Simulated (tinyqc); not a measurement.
MOS inversion layer, Poisson-Schroedinger loop: one step of the calculation.

Electrons confined at an insulator interface at z = 0, treated as a hard wall; parabolic valleys, Hartree approximation, no image or exchange terms. The depletion charge lies far deeper than the electrons and gives a uniform field q Nd/(eps0 eps_r); the gate balances all charge. Energies are counted from the band edge at the interface.

Question. Density, output potential and mixing. n_i = sum_k N_k |psi_k|^2 (converted to cm^-3). Hartree part by Gauss: on the interval before node i the electrons still beyond are S_i = Ns - hz sum_(j<i) n_j, and U_i = U_(i-1) + q S_i hz/(eps0 eps_r) in eV, U_0 = 0 at the interface. Mixing: U(new) = U + a (U(out) - U).

Parameters, values chosen for the exercise; masses and permittivity close to those of silicon (110):
```
symbol,value,unit,meaning
eps_r,11.9,,relative permittivity
Ns,1.5e13,cm^-2,sheet density of electrons
a,0.3,,mixing factor
```

Constants: q = 1.602176634e-19 C, eps0 = 8.8541878128e-14 F/cm where lengths are in cm. Results are converted to the units shown.

columns A: node; B: z (nm); C: self-consistent potential U at the start (eV); D: |psi|^2 of A1 (1/nm); E: |psi|^2 of A2 (1/nm); F: |psi|^2 of B1 (1/nm); G: |psi|^2 of B2 (1/nm)
```
A     B  C           D           E           F           G
1   0.6  0  0.11779995  0.11107675  0.07371225  0.07160500
2   1.2  0  0.32435151  0.20289831  0.22455767  0.16576321
3   1.8  0  0.41616509  0.09594921  0.33370995  0.13752283
4   2.4  0  0.35884613  0.00023439  0.34600639  0.03672850
5     3  0  0.23575133  0.08155181  0.28219058  0.00275261
6   3.6  0  0.12553924  0.23826686  0.19180015  0.07910130
7   4.2  0  0.05621119  0.31328694  0.11235445  0.19445329
8   4.8  0  0.02168510  0.27426882  0.05797889  0.26311168
9   5.4  0  0.00733437  0.18218290  0.02676495  0.25679647
10    6  0  0.00220360  0.09784361  0.01117911  0.19975576
11  6.6  0  0.00059420  0.04409363  0.00426069  0.13007746
12  7.2  0  0.00014497  0.01707324  0.00149047  0.07280740
13  7.8  0  0.00003218  0.00576068  0.00047935  0.03540274
14  8.4  0  0.00000650  0.00169479  0.00014034  0.01479581
15    9  0  0.00000116  0.00041751  0.00003549  0.00498201
16  9.6  0  0.00000015  0.00006723  0.00000594  0.00101060
```

N_k (cm^-2): A1 1.3538836e13, A2 2.4593824e7, B1 1.4611389e12, B2 18813.134

Find: n; U(out); U after round 1.

Answer.

```
node  n (1e19 cm^-3)  U(out) (eV)  U after round 1 (eV)
1             1.7026      0.13685               0.04106
2             4.7195      0.26439               0.07932
3             6.1220      0.36609               0.10983
4             5.3639      0.43427               0.13028
5             3.6041      0.47310               0.14193
6             1.9799      0.49219               0.14766
7             0.9252      0.50044               0.15013
8             0.3783      0.50363               0.15109
9             0.1384      0.50475               0.15143
10            0.0462      0.50512               0.15153
11            0.0143      0.50522               0.15157
12            0.0041      0.50526               0.15158
13            0.0011      0.50526               0.15158
14            0.0003      0.50527               0.15158
15            0.0001      0.50527               0.15158
16            0.0000      0.50527               0.15158
```

Program tinyqc, `OMP_NUM_THREADS=1 python tinyqc.py 2160113 2160114 out.jsonl`; Intel Xeon 2.30GHz, shared host, one thread, about 0.9 s.
